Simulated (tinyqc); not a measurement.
# Inputs raised by 5 %, one at a time

Model: time-dependent dielectric breakdown: cell percolation, Weibull statistics, area scaling and voltage extrapolation. Computed by tinyqc, a small Python program. Command: `OMP_NUM_THREADS=1 python tinyqc.py 3027007 3027008 out.jsonl tddb sens`. One thread of a shared host (Intel(R) Xeon(R) Processor @ 2.30GHz), about 0.01 s of CPU time with the checks.

The oxide is divided into columns of area a^2, each holding m = t_ox/a cells (m is taken as continuous). A share lambda(t) = (t/t_1)^alpha of the cells is defective, and a column whose cells are all defective breaks down.

Inputs (values chosen for the exercise, for a model gate oxide): oxide thickness t_ox = 1.3 nm; defect cell size a = 1.3 nm; exponent alpha of defect growth = 0.9; time t_1 at which the occupied share would reach 1 = 1.5e+13 s; test area A = 4000 um^2; product area A_u = 4e+06 um^2; stress voltage V = 2.11 V; use voltage V_u = 1.1 V; local exponent n = -d ln t/d ln V at the stress voltage = 33; activation energy E_a = 0.78 eV; stress temperature T = 105 C; use temperature T_u = 100 C; allowed failure fraction F = 1e-06.

Voltage law used: power.

Constants: k_B = 8.617333262e-05 eV/K.

Method:
- Failure fraction F = 1 - (1 - lambda^m)^N with N = A/a^2 columns, which for small lambda^m is 1 - exp(-(t/t63)^beta) with beta = alpha m and t63 = t_1 N^(-1/beta); critical share lambda(t63) = N^(-1/m). 1 um^2 = 1e6 nm^2.
- All three voltage laws share the slope n at the stress voltage. Factor t(V_u)/t(V): E law exp(n (1 - V_u/V)); 1/E law exp(n (V/V_u - 1)); power law (V/V_u)^n.
- Temperatures in kelvin are T(C) + 273.15.
- Temperature factor exp[(E_a/k_B)(1/T_u - 1/T)]; area factor (A/A_u)^(1/beta); percentile factor (-ln(1 - F))^(1/beta); life = t63 x all four; 1 year = 3.15576e7 s.

Runs; columns: (1) input moved; (2) from; (3) to; (4) characteristic life t63 (s); (5) Weibull slope beta; (6) projected life (years); (7) critical share of defective cells:
```
(1)                                                          (2)       (3)     (4)      (5)         (6)         (7)
base run                                                       -         -   575.9  0.90000  5.4437e-06  4.2250e-10
oxide thickness t_ox (nm)                                    1.3     1.365  1804.4  0.94500  5.1059e-05  1.1809e-09
defect cell size a (nm)                                      1.3     1.365   194.5  0.85714  5.8150e-07  1.5908e-10
exponent alpha of defect growth                              0.9     0.945  1804.4  0.94500  5.1059e-05  4.2250e-10
product area A_u (um^2)                                  4000000   4200000   575.9  0.90000  5.1565e-06  4.2250e-10
local exponent n = -d ln t/d ln V at the stress voltage       33     34.65   575.9  0.90000  1.5946e-05  4.2250e-10
activation energy E_a (eV)                                  0.78     0.819   575.9  0.90000  5.5317e-06  4.2250e-10
allowed failure fraction F                                 1e-06  1.05e-06   575.9  0.90000  5.7470e-06  4.2250e-10
```

Exponents ln(y'/y) / ln(x'/x):
```
input                                                    characteristic life t63  Weibull slope beta  projected life  critical share of defective cells
oxide thickness t_ox                                                      23.407                   1          45.881                             21.067
defect cell size a                                                       -22.245                  -1         -45.841                            -20.020
exponent alpha of defect growth                                           23.407                   1          45.881                              0.000
product area A_u                                                           0.000                   0          -1.111                              0.000
local exponent n = -d ln t/d ln V at the stress voltage                    0.000                   0          22.028                              0.000
activation energy E_a                                                      0.000                   0           0.329                              0.000
allowed failure fraction F                                                 0.000                   0           1.111                              0.000
```

To which inputs is each result most sensitive?

Among the inputs moved here: characteristic life t63 answers most in size to oxide thickness t_ox (exponent +23.407), and about equally to exponent alpha of defect growth (+23.407); its exponent is below 0.0005 for product area A_u, local exponent n = -d ln t/d ln V at the stress voltage, activation energy E_a, allowed failure fraction F. Weibull slope beta answers most in size to oxide thickness t_ox (exponent +1.000), and about equally to defect cell size a (-1.000), exponent alpha of defect growth (+1.000); its exponent is below 0.0005 for product area A_u, local exponent n = -d ln t/d ln V at the stress voltage, activation energy E_a, allowed failure fraction F. Its exponent +1.000 in oxide thickness t_ox: beta = alpha t_ox/a. Its exponent -1.000 in defect cell size a: beta = alpha t_ox/a. Projected life answers most in size to oxide thickness t_ox (exponent +45.881), and about equally to exponent alpha of defect growth (+45.881), defect cell size a (-45.841). Critical share of defective cells answers most in size to oxide thickness t_ox (exponent +21.067), next to defect cell size a (-20.020); its exponent is below 0.0005 for exponent alpha of defect growth, product area A_u, local exponent n = -d ln t/d ln V at the stress voltage, activation energy E_a, allowed failure fraction F.

Caution (all rows): t_1 is an input here; in a real oxide it changes with thickness at fixed voltage. Caution (all rows): a voltage factor of more than nine decades rests wholly on the chosen law and cannot be tested.
